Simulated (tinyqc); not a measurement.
Partial widths from the peak.

Inverse problem. A Breit-Wigner resonance has total width G = GL + GR and peak transmission Tp = 4 GL GR/G^2. GR is known to be the larger. Find GL, GR and the lifetime hbar/G.

Constants: q = 1.602176634e-19 C, hbar = 1.054571817e-34 J s. Results are converted to the units shown.

G = 8.9329650 meV
Tp = 0.92918760

Solution. GL and GR have the sum G and the product Tp G^2/4, so they are (G/2)(1 +/- sqrt(1 - Tp)).

GL = 3.28 meV
GR = 5.66 meV
lifetime = 73.7 fs

Program tinyqc, `OMP_NUM_THREADS=1 python tinyqc.py 2600069 2600070 out.jsonl`; Intel Xeon 2.30GHz, shared host, one thread, about 0.09 s.
